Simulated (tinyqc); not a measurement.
Electron mobility in a silicon inversion layer, empirical terms and Matthiessen rule: two steps of the calculation.

Inversion layer of sheet density Ns on a uniformly doped body. The mobility terms are empirical power laws with prefactors chosen for the exercise; adding their inverses (Matthiessen) is itself an approximation.

Parameters, values chosen for the exercise; material values close to those of silicon: temperature T = 325 K; band gap Eg = 1.14 eV; relative permittivity of the semiconductor eps_r = 11.9; conduction-band density of states at T Nc = 3.12e19 cm^-3; valence-band density of states at T Nv = 3e19 cm^-3; body doping Nb = 7.3e16 cm^-3; reverse body bias Vsb = 0.3 V; weight of the inversion charge in the effective field eta = 0.5; phonon-limited mobility at 1 MV/cm and 300 K Ap = 457 cm^2/(V s); roughness-limited mobility at 1 MV/cm As = 1010 cm^2/(V s); exponent of the roughness term gs = 2; Coulomb prefactor Ac = 3700 cm^2/(V s); charge at the interface Nit = 4.7e11 cm^-2; inversion density Ns = 3.6e12 cm^-2; ratio W/L WL = 5; drain voltage Vd = 0.02 V; measured linear current I = 23.5 uA.

Constants: q = 1.602176634e-19 C, kB = 1.380649e-23 J/K, Vt = kB T/q, eps0 = 8.8541878128e-14 F/cm where lengths are in cm. Results are converted to the units shown.

Task 1. Depletion charge and effective field. ni = sqrt(Nc Nv) exp(-Eg/(2 Vt)), Eg in volts; Ndep = sqrt(2 eps0 eps_r Nb (2 Vt ln(Nb/ni) + Vsb)/q); E = q (Ndep + eta Ns)/(eps0 eps_r), in MV/cm.

Give: ni; Ndep; E.

Result 1.

ni = 4.432e10 cm^-3
Ndep = 1.029e12 cm^-2
E = 0.4301 MV/cm

The depletion charge gives 36.4 % of the field.

Task 2. Inversion density for the measured current. I = (W/L) q Ns mu Vd. E = q (Ndep + eta Ns)/(eps0 eps_r) in MV/cm. With t = T/(300 K): muC = Ac (Ns/1e12 cm^-2) t/(Nb/1e17 cm^-3 + Nit/1e11 cm^-2), muP = Ap E^(-1/3) t^(-1.75), muS = As E^(-gs); 1/mu is the sum of the inverses. Ns(new) = I/((W/L) q mu Vd).

Ns at the start = 1.8e12 cm^-2
Ndep = 1.0285335e12 cm^-2

Find: E; mu; Ns after iteration 1.

Result 2.

E = 0.2933 MV/cm
mu = 398.4 cm^2/(V s)
Ns after iteration 1 = 3.682e12 cm^-2

Computed by the program tinyqc: `OMP_NUM_THREADS=1 python tinyqc.py 2510110 2510111 out.jsonl`, one thread of a shared Intel Xeon 2.30GHz, about 0.01 s for the whole run.
